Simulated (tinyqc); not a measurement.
Worked calculation: tight binding, dimerised chain. One step of it, computed by the program tinyqc.

Task: Open chain of 4 cells. The same hoppings without the wrap-around bond.

H of the open chain (eV), lower triangle:
```
           1          2          3          4          5          6          7          8
1   0.540000
2  -0.640000  -0.540000
3   0.000000  -0.800000   0.540000
4   0.000000   0.000000  -0.640000  -0.540000
5   0.000000   0.000000   0.000000  -0.800000   0.540000
6   0.000000   0.000000   0.000000   0.000000  -0.640000  -0.540000
7   0.000000   0.000000   0.000000   0.000000   0.000000  -0.800000   0.540000
8   0.000000   0.000000   0.000000   0.000000   0.000000   0.000000  -0.640000  -0.540000
```

Give: levels; weights of the highest filled level on the sites.

Result:

levels (eV): -1.4559  -1.2238  -0.8890  -0.5632  0.5632  0.8890  1.2238  1.4559

weights of the highest filled level on the sites: 0.0110  0.0326  0.0062  0.1306  0.0027  0.2938  0.0007  0.5223

The bulk gap runs from -0.5632 to 0.5632 eV; no level of this chain lies inside it.
